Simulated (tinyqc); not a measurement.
Landau-Devonshire theory of a uniaxial ferroelectric: one step, computed by the program tinyqc.

G(P) = (alpha/2) P^2 + (beta*/4) P^4 + (gamma/6) P^6 - E P per volume, SI units, one domain, P along the polar axis, which is normal to the film.

Problem. Spontaneous polarisation, susceptibility, coercive field. Ps^2 = [-beta* + sqrt(beta*^2 - 4 alpha gamma)]/(2 gamma). chi = 1/(eps_0 G''), G'' = alpha + 3 beta* P^2 + 5 gamma P^4 at Ps. Ps, chi and the coercive field are for perfect screening, without a depolarising field. The intrinsic coercive field is |alpha P + beta* P^3 + gamma P^5| at the P_c where G'' = 0. 1 C/m^2 = 100 microcoulomb/cm^2.

Inputs (values chosen for the exercise, for a model ferroelectric): Curie-Weiss temperature T0 = 460 K; gamma = 5.85e+09 J m^9/C^6; temperature T = 252 K.

Sample: epitaxial film.

alpha = -3.563200e+08 J m/C^2

beta* = 3.70e+08 J m^5/C^4

Constants: eps_0 = 8.8541878128e-12 F/m.

Give: spontaneous polarisation Ps; susceptibility chi; well depth G(Ps); P_c; intrinsic coercive field.

Solution.

spontaneous polarisation Ps = 46.60 microcoulomb/cm^2

susceptibility chi = 89.31

well depth G(Ps) = -24.34 MJ/m^3

P_c = 30.50 microcoulomb/cm^2

intrinsic coercive field = 82.74 MV/m

P_c/Ps = 0.654, above the 0.577 of a quartic well, as the sixth-order term matters. Real switching runs by domain nucleation at far lower fields. Caution: far below T0* the expansion with linear alpha(T) is only a fit.
